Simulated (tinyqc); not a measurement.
Finite-size error of a charged defect in a periodic cell: Madelung and Makov-Payne terms: one step, computed by the program tinyqc. Command: `OMP_NUM_THREADS=1 python tinyqc.py 3018652 3018653 out.jsonl imagecharge walk`. One thread of a shared host (Intel(R) Xeon(R) Processor @ 2.30GHz), about 0.02 s of CPU time with the checks.

L is the cube root of the cell volume. The defect charge is a Gaussian, rho(r) = q (2 pi sigma^2)^(-3/2) exp(-r^2/2 sigma^2), repeated periodically in a uniform neutralising background and screened by a continuum. The model cell energy is E(L) = E_0 + [periodic - isolated electrostatic energy].

Task: Madelung energy. Ewald sum for a unit point charge: scale each Cartesian component of the cell by 1/sqrt(eps_i), giving R', G' and V'; E = [ (1/2) sum erfc(eta R')/R' + (2 pi/V') sum exp(-G'^2/4 eta^2)/G'^2 - eta/sqrt(pi) - pi/(2 V' eta^2) ] e^2/(4 pi eps_0) / sqrt(eps_x eps_y eps_z), over n_i = -6..6, omitting n = (0,0,0), eta = 2/V'^(1/3). alpha = -2 E eps_g L/(e^2/(4 pi eps_0)), eps_g = (eps_x eps_y eps_z)^(1/3).

Inputs (values chosen for the exercise, for a model uniaxial host):
```
quantity,value,unit
charge q,-2,e
cell length L,14.3,angstrom
dielectric constant eps_xy,8.9,-
dielectric constant eps_z,16.4,-
```

Supercell lattice: hexagonal. Screening: uniaxial.

cell vectors (rows) (angstrom):
```
,1,2,3
1,16.69220,0.00000,0.00000
2,-8.34610,14.45587,0.00000
3,0.00000,0.00000,12.11854
```

Constants: e^2/(4 pi eps_0) = 14.39964548 eV angstrom.

Give: terms for a unit charge; Madelung constant alpha; point-charge correction -q^2 E.

Result:

terms for a unit charge (eV): real space 0.0068, reciprocal 0.0156, self -0.1041, background -0.0362

Madelung constant alpha = 2.555

point-charge correction -q^2 E = 0.4716 eV

Cubic cells have alpha = 2.837 (sc) to 2.888 (fcc, bcc); this cell, as seen through the screening, is so far from compact that alpha drops well below.
